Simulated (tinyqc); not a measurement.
Fermi level against carrier density: pi bands of a honeycomb layer in tight binding.

Constants: hbar^2/2m0 = 3.80998211 eV angstrom^2.

Values chosen for the exercise (out of a larger set: of the size used for graphene; not measured data): D = 0.039 eV (+D on A, -D on B).

hbar v = 6.56170 eV angstrom

Cone with four flavours: n = kF^2/pi, EF = sqrt(D^2 + (hbar v kF)^2), density of states 2 EF/(pi (hbar v)^2), quantum capacitance e^2 times it (1 e^2/(eV angstrom^2) = 1602.177 microF/cm^2), cyclotron mass 2c EF/(hbar v)^2, c = hbar^2/2m0; 1e12/cm^2 = 1e-4/angstrom^2.

Filling:

| n (1e12/cm^2) | kF (1/angstrom) | EF (eV) | Cq (microF/cm^2) | cyclotron mass (m0) |
|---|---|---|---|---|
| 0.10 | 0.00560 | 0.0536 | 1.270 | 0.0095 |
| 0.25 | 0.00886 | 0.0700 | 1.659 | 0.0124 |
| 0.50 | 0.01253 | 0.0910 | 2.156 | 0.0161 |
| 1.00 | 0.01772 | 0.1227 | 2.906 | 0.0217 |
| 2.00 | 0.02507 | 0.1690 | 4.004 | 0.0299 |
| 4.00 | 0.03545 | 0.2359 | 5.587 | 0.0417 |
| 10.00 | 0.05605 | 0.3698 | 8.761 | 0.0655 |
| 20.00 | 0.07927 | 0.5216 | 12.356 | 0.0923 |

How do the results move, and what explains it?

From 1 to 4e12/cm^2 EF rises by a factor 1.923, less than two because the gap 2D = 0.078 eV still counts. Capacitance and mass grow in proportion to EF counted from mid-gap, so hardly at all while a large gap term dominates it; in a parabolic band both are constant; Cq is 2.91 microF/cm^2 at 1e12/cm^2, against 3.45 for 1 nm of a dielectric with eps = 3.9.

Computed by tinyqc, a small Python program: `OMP_NUM_THREADS=1 python tinyqc.py 1482205 1482206 out.jsonl` (the numbers bound the seed that draws the inputs); one thread of a shared host (Intel(R) Xeon(R) Processor @ 2.30GHz), about 0.01 s for the whole set of steps.
